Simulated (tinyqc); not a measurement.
# Undoped symmetric double-gate MOSFET, analytic potential model: several studies

An undoped body of thickness ts between two equal insulators and tied gates; long channel, electrons only, n = ni exp((psi - V)/Vt) with V the quasi-Fermi potential (0 at the source, Vd at the drain), constant mobility, no quantisation. Across the body psi(x) = V - 2 Vt ln[(ts/(2 beta)) sqrt(q ni/(2 eps0 eps_r Vt)) cos(2 beta x/ts)], x from the centre. Q is the electron charge per area of the whole body.

Values chosen for this exercise; material values close to those of silicon:
- T = 300 K (temperature)
- Eg = 1.13 eV (band gap)
- eps_r = 11.6 (relative permittivity of the semiconductor)
- Nc = 2.85e19 cm^-3 (conduction-band density of states at T)
- Nv = 2.62e19 cm^-3 (valence-band density of states at T)
- eox = 3.94 (relative permittivity of the gate insulator)
- tox = 3.1 nm (insulator thickness)
- ts = 12 nm (body thickness)
- dphi = -0.15 V (gate work function less that of the intrinsic body)
- mu = 140 cm^2/(V s) (channel mobility)
- L = 2 um (gate length)
- Vd = 0.05 V (drain voltage)

Constants: q = 1.602176634e-19 C, kB = 1.380649e-23 J/K, Vt = kB T/q, eps0 = 8.8541878128e-14 F/cm where lengths are in cm. Results are converted to the units shown.

Each table varies one quantity; the others keep the values above.

## Transfer curve and volume inversion

ni = sqrt(Nc Nv) exp(-Eg/(2 Vt)), Eg in volts; r = eps_r tox/(eox ts); V0 = dphi + 2 Vt ln[(2/ts) sqrt(2 eps0 eps_r Vt/(q ni))]. beta (between 0 and pi/2) solves (Vg - V0 - V)/(2 Vt) = ln(beta) - ln(cos beta) + 2 r beta tan(beta). Q = 8 eps0 eps_r Vt beta tan(beta)/ts; I = mu (1/L)(4 eps0 eps_r/ts)(2 Vt)^2 [g(beta_s) - g(beta_d)] per width, g = beta tan(beta) - beta^2/2 + r beta^2 tan^2(beta), with beta_s at V = 0 and beta_d at V = Vd. The drop is psi(surface) - psi(centre) at the source end; C = dQs/dVg, Cg = 2 eps0 eox/tox; gm = dI/dVg.

Results:

| Vg (V) | Qs (nC/cm^2) | drop (mV) | C/Cg | I (uA/um) | gm/I (1/V) |
|---|---|---|---|---|---|
| 0.03 | 0.001790 | 2.613e-4 | 3.075e-5 | 2.770e-6 | 38.68 |
| 0.26 | 10.50 | 1.519 | 0.1480 | 0.01773 | 34.27 |
| 0.37 | 105.5 | 14.00 | 0.5794 | 0.2643 | 15.07 |
| 0.48 | 272.9 | 31.57 | 0.7462 | 0.8115 | 6.986 |
| 0.59 | 467.8 | 47.21 | 0.8208 | 1.477 | 4.304 |
| 0.71 | 696.2 | 61.36 | 0.8662 | 2.267 | 2.983 |
| 0.82 | 914.1 | 72.15 | 0.8923 | 3.024 | 2.311 |
| 0.93 | 1137 | 81.35 | 0.9103 | 3.802 | 1.879 |

Estimate the missing row, Vg = 0.14 V.

Computed row:

| Vg (V) | Qs (nC/cm^2) | drop (mV) | C/Cg | I (uA/um) | gm/I (1/V) |
|---|---|---|---|---|---|
| 0.14 | 0.1258 | 0.01836 | 0.002156 | 1.949e-4 | 38.62 |

With this row back in the table: The current rises from 2.77e-6 to 3.80 uA/um. In the first row gm/I is 38.7 1/V, within 0.01 % of 1/Vt: with no depletion charge the whole body follows the gate, and the swing is ideal. The drop between surface and centre goes from 2.6e-4 to 81.3 mV and passes Vt at Vg = 0.48 V among the rows; below that the density varies across the body by less than a factor of e (volume inversion). C reaches 0.91 of Cg in the last row. For Vg = 0.71 to 0.93 V the surface density at the source passes 0.3 Nc, where Boltzmann statistics fail.

## Effect of the insulator thickness

Q = 8 eps0 eps_r Vt beta tan(beta)/ts; I = mu (1/L)(4 eps0 eps_r/ts)(2 Vt)^2 [g(beta_s) - g(beta_d)] per width, g = beta tan(beta) - beta^2/2 + r beta^2 tan^2(beta), with beta_s at V = 0 and beta_d at V = Vd.  I(low) is taken at Vg = 0.08 V, Qs and I(high) at Vg = 0.83 V.

The same in every row: V0 (V) = 0.3274.

Effect of the insulator thickness:

| tox (nm) | I(low) (nA/um) | Qs(high) (nC/cm^2) | I(high) (uA/um) |
|---|---|---|---|
| 1 | 0.01916 | 2544 | 8.370 |
| 1.5 | 0.01916 | 1780 | 5.874 |
| 2.1 | 0.01916 | 1322 | 4.369 |
| 3.1 | 0.01916 | 934.2 | 3.094 |
| 4.5 | 0.01916 | 668.6 | 2.218 |
| 6.4 | 0.01916 | 486.3 | 1.616 |
| 9.3 | 0.01916 | 346.0 | 1.151 |

As tox goes from 1 to 9.3 nm, I(low) stays near 0.0192 nA/um and I(high) falls from 8.37 to 1.15 uA/um. On average I(low) is independent of tox and I(high) goes as tox^(-0.89). Below threshold no voltage drops over the insulator in this long-channel model, so its thickness does not matter there. For tox = 1 to 4.5 nm the surface density at the source at the higher gate voltage passes 0.3 Nc, where Boltzmann statistics fail.

## Output curve

Same model as above.

In this table Vg = 0.63 V.

Results:

| Vd (V) | Qd (nC/cm^2) | Qd/Qs | I (uA/um) |
|---|---|---|---|
| 0.06 | 431.1 | 0.7946 | 2.043 |
| 0.11 | 341.6 | 0.6296 | 3.395 |
| 0.16 | 256.2 | 0.4722 | 4.439 |
| 0.22 | 161.5 | 0.2977 | 5.313 |
| 0.32 | 39.66 | 0.07311 | 5.980 |
| 0.38 | 7.581 | 0.01397 | 6.067 |
| 0.43 | 1.251 | 0.002306 | 6.079 |
| 0.48 | 0.1849 | 3.408e-4 | 6.081 |

Estimate the missing row, Vd = 0.27 V.

Computed row:

| Vd (V) | Qd (nC/cm^2) | Qd/Qs | I (uA/um) |
|---|---|---|---|
| 0.27 | 92.73 | 0.1709 | 5.754 |

With this row back in the table: The current rises from 2.04 to 6.08 uA/um, while the charge at the drain end falls from 0.79 to 3.4e-4 of that at the source. The current first comes within 1 % of its last value at Vd = 0.38 V among the rows. Over the last rows Qd falls by a factor of e for each Vt of drain voltage: the drain end is in weak inversion. In every row the surface density at the source passes 0.3 Nc, where Boltzmann statistics fail.

Computed by the program tinyqc: `OMP_NUM_THREADS=1 python tinyqc.py 2440125 2440126 out.jsonl`, one thread of a shared Intel Xeon 2.30GHz, about 0.02 s for the whole run.
